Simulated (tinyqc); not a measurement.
Band offsets of oxides on a semiconductor by the charge-neutrality-level model: one step of the calculation.

Each material has a charge-neutrality level at the depth Phi = chi + Eg - CNL below vacuum. For oxide B on semiconductor A, dEc = (chiA - PhiA) - (chiB - PhiB) + S (PhiA - PhiB), dEv = EgB - EgA - dEc, with the pinning factor S = 1/(1 + 0.1 (eps_inf - 1)^2) of the oxide. S = 1 is the affinity rule, S = 0 aligns the two levels.

Problem. One oxide. Depths of both levels, S and the two offsets.

Values chosen for this exercise; substrate values close to those of In0.53Ga0.47As: gap of the semiconductor EgA = 0.72 eV; its electron affinity chiA = 4.55 eV; its charge-neutrality level above the valence edge cA = 0.55 eV.

oxide values (close to aluminium oxide): Eg (eV) 8.81, chi (eV) 1.02, CNL (eV) 5.53, eps_inf 3.3

Find: PhiA; PhiB; S; dEc; dEv.

Solution.

PhiA = 4.7200 eV
PhiB = 4.3000 eV
S = 0.65402
dEc = 3.3847 eV
dEv = 4.7053 eV

The limits are dEc = 3.53 eV (S = 1) and 3.11 eV (S = 0).

Range of the model: The model ignores the chemistry of the actual interface, which can move offsets by several tenths of an eV.

Program tinyqc, `OMP_NUM_THREADS=1 python tinyqc.py 2410018 2410019 out.jsonl`; Intel Xeon 2.30GHz, shared host, one thread, about 0.01 s.
